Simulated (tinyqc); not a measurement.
Changing the segregation energy E_s: surface segregation during layer-by-layer epitaxy: two-layer exchange kinetics and the shape of quantum wells and delta layers. Computed by tinyqc, a small Python program. Command: `OMP_NUM_THREADS=1 python tinyqc.py 3023345 3023346 out.jsonl mbeseg sweep`. One thread of a shared host (Intel(R) Xeon(R) Processor @ 2.30GHz), about 0.02 s of CPU time with the checks.

Atoms A and B exchange only between the growing layer and the one below it. B is supplied for N layers, then pure A follows.

Inputs (values chosen for the exercise, close to those used for phosphorus in silicon):
```
quantity,value,unit
barrier E1 for B to move up,1.7,eV
attempt frequency nu,10,THz
growth rate G,0.055,layers/s
share x0 of B in the flux during the well,0.16,-
layers in the well N,4,-
layer thickness,1.36,angstrom
temperature T,340,C
```

Constants: k_B = 8.617333262e-05 eV/K.

Method:
- p1 = nu exp(-E1/(k_B T)) (B up, A down), p2 = nu exp(-(E1 + E_s)/(k_B T)) (B down); time per layer tau = 1/G; K = p1/p2.
- Temperatures in kelvin are T(C) + 273.15.
- Dilute equilibrium share passed up per layer R_eq = K/(1 + K).
- Each layer is deposited complete with B share x_dep and then exchanges for the time tau = 1/G with the layer below, whose share is b (total c = s + b fixed): ds/dt = p1 b (1 - s) - p2 s (1 - b), s(0) = x_dep. With the roots s1 < s2 of the right side, (s - s1)/(s - s2) = [(s(0) - s1)/(s(0) - s2)] exp(-(p1 - p2)(s2 - s1) tau). The lower layer is then buried with c - s, and s becomes the b of the next layer.
- In the dilute tail each layer passes up the share R = R_eq (1 - exp(-(p1 + p2) tau)); decay length = -layer thickness/ln R.
- Index 0 is the last layer of pure A below the well. Share of B outside the intended layers 1..N = 1 - (sum over 1..N)/(N x0).

One run for each value:
```
segregation energy E_s (eV),share passed up R,decay length (angstrom),peak share (largest buried share),R_eq
0.03,0.60743,2.7281,0.14078,0.63825
0.10,0.77520,5.3410,0.11758,0.86905
0.17,0.83288,7.4371,0.10653,0.96149
0.24,0.84937,8.3301,0.10309,0.98946
0.31,0.85384,8.6068,0.10214,0.99718
0.39,0.85511,8.6885,0.10186,0.99938
0.46,0.85537,8.7056,0.10181,0.99983
0.53,0.85544,8.7102,0.10179,0.99996
0.60,0.85546,8.7114,0.10179,0.99999
```

What does the table show, and why?

Over the rows, share passed up R rises from 0.607 to 0.855; decay length (angstrom) rises from 2.73 to 8.71 (exponent d ln y / d ln x 0.56 between the first rows and 0.0011 between the last); peak share (largest buried share) falls from 0.141 to 0.102. At large E_s the return jump freezes and R levels off at 1 - exp(-p1 tau).

Caution (all rows): two-layer exchange with complete layers is a simplification that can understate segregation at low temperature; desorption, step-edge exchange and surfactants are left out. Caution (rows 0.170, 0.240, 0.310, 0.390, 0.460, 0.530, 0.600): the floating layer fills towards saturation, so the dilute decay length holds only far out in the tail.

Extremes, crossings and ranges named in words are read from the listed rows.
